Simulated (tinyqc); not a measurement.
Trapped share and trap depth from dynamic on-resistance.

Inverse problem. Traps remove the share ft of the electrons in the drain access (length Ld, sheet resistance Rsh before stress), so Ron grows by Rsh Ld ft/(1 - ft). The recovery time goes as T^(-2) exp(q Ea/(kB T)). Find ft and Ea.

Values chosen for this exercise: drain access length Ld = 16 um.

Constants: q = 1.602176634e-19 C, kB = 1.380649e-23 J/K. Results are converted to the units shown.

Ron before and just after an off-state stress (ohm mm): [3.9346148, 6.8088359]
Rsh = 194.60872 ohm
recovery times at 300 and 410 K (s): [25, 0.0026963575]

Solution. The rise of Ron over Rsh Ld is ft/(1 - ft); ln(t T^2) is linear in 1/T.

ft = 0.4800
Ea = 0.8200 eV

Numbers from tinyqc (`OMP_NUM_THREADS=1 python tinyqc.py 2570110 2570111 out.jsonl`; about 0.03 s on one thread of a shared Intel Xeon 2.30GHz).
